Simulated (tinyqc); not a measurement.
# Well width from the intersubband spacing

Problem. In an empty well of width L and depth Vb, level k solves kw L/2 = (k - 1) pi/2 + arctan(sqrt((mw/mb)(Vb - E)/E)) with kw = sqrt(mw E/C), C = hbar^2/(2 m0). Find L, E1 and E2 from the spacing.

Parameters, values chosen for the exercise; material values close to those of GaN in AlGaN:
- mw = 0.199 m0 (mass along z in the well)
- mb = 0.253 m0 (mass along z in the barriers)
- Vb = 0.39 eV (barrier height)

Constants: q = 1.602176634e-19 C, hbar = 1.054571817e-34 J s, m0 = 9.1093837015e-31 kg, hbar^2/(2 m0) = 0.0380998212 eV nm^2. Results are converted to the units shown.

E2 - E1 = 8.6603088 meV

Answer. Both levels are solved for trial widths until their difference matches. A second level is bound only for L above 2.20 nm, and over that range one width gives this spacing.

L = 24.0 nm
E1 = 2.89 meV
E2 = 11.5 meV

Program tinyqc, `OMP_NUM_THREADS=1 python tinyqc.py 2140055 2140056 out.jsonl`; Intel Xeon 2.30GHz, shared host, one thread, about 0.3 s.
